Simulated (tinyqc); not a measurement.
Self-heating of a transistor with one or more fingers, with temperature-dependent conductivity. From one set of inputs to another, one input at a time. Computed by tinyqc, a small Python program. Command: `OMP_NUM_THREADS=1 python tinyqc.py 3006467 3006468 out.jsonl selfheat ladder`. One thread of a shared host (Intel(R) Xeon(R) Processor @ 2.30GHz), about 0.1 s of CPU time with the checks.

N long parallel fingers lie on the top face of a slab whose bottom is held at T_0; the top is otherwise insulated, and heat flows in two dimensions. P in W/mm is 1000 P in W/m.

The inputs printed are set A. Set A is modelled on indium phosphide; the values taken over come from a set modelled on diamond. Inputs not listed in the table keep their values of set A, so the rows need not describe a real material.

Inputs (values chosen for the exercise, modelled on indium phosphide):
```
quantity,value,unit
conductivity at the base temperature kappa_0,66,W/(m K)
exponent m in kappa ~ T^-m,1.49,-
base temperature T_0,298,K
power per gate width P,1.4,W/mm
fingers N,8,-
finger pitch s,43,micrometre
width of the heat source w,0.75,micrometre
substrate thickness t,120,micrometre
phonon free path Lambda,100,nm
```

Power: fixed power.

Method:
- A line source of power P on the top face raises the top at distance x by (P/(pi kappa_0)) g(x), g(x) = -ln tanh(pi x/(4 t)) (the image sum for the slab). On a strip of width w the centre sees the mean of g over the strip, g_0 = 1 + ln(8 t/(pi w)) for w much below t.
- theta_i = (P/(pi kappa_0)) [g_0 + sum over j != i of g(|i - j| s)], with equal powers and constant conductivity; thermal resistance = largest theta/P.
- Kirchhoff transformation for kappa = kappa_0 (T/T_0)^-m: T = T_0 [1 - (m - 1) theta/T_0]^(-1/(m - 1)), where theta is the linear rise.
- The bracket vanishes at the power P T_0/((m - 1) theta).
- Near a source smaller than the free path, Fourier's law overstates the flow. Rough estimate: a strip that emits phonons into a half space adds a resistance times area of 4 Lambda/(3 kappa_0), from the ballistic flux C v Delta T/4 with kappa_0 = C v Lambda/3, so Delta T_b = 4 Lambda P/(3 kappa_0 w); Knudsen number Lambda/w.

Each row keeps all changes above it:
```
input moved,from,to,true rise (K),ballistic rise Delta T_b (K),true rise / linear rise
set A,-,-,99.958,3.771,1.2438
phonon free path Lambda (nm),100,400,99.958,15.084,1.2438
conductivity at the base temperature kappa_0 (W/(m K)),66,1630,3.281,0.611,1.0082
power per gate width P (W/mm),1.4,3.2,7.579,1.396,1.0189
exponent m in kappa ~ T^-m,1.49,1.24,7.555,1.396,1.0157
substrate thickness t (micrometre),120,87,6.343,1.396,1.0132
finger pitch s (micrometre),43,46,6.158,1.396,1.0128
width of the heat source w (micrometre),0.75,0.46,6.471,2.276,1.0134
```

Where does the difference come from?

True rise goes from 100.0 to 6.47, a factor 0.0647 in all. The largest single move comes from conductivity at the base temperature kappa_0 (a factor 0.0328), and power per gate width P works against it (a factor 2.31). Ballistic rise Delta T_b goes from 3.77 to 2.28, a factor 0.604 in all. The largest single move comes from conductivity at the base temperature kappa_0 (a factor 0.0405), and phonon free path Lambda works against it (a factor 4.00). True rise / linear rise goes from 1.24 to 1.01, a factor 0.815 in all. The largest single move comes from conductivity at the base temperature kappa_0 (a factor 0.811). The single moves hold for this order of the switches; the total does not depend on the order.

Caution (rows phonon free path Lambda, conductivity at the base temperature kappa_0, power per gate width P, exponent m in kappa ~ T^-m, substrate thickness t, finger pitch s, width of the heat source w): the source is narrower than two phonon free paths, so the Fourier result understates the rise at the source.

Extremes, crossings and ranges named in words are read from the listed rows.
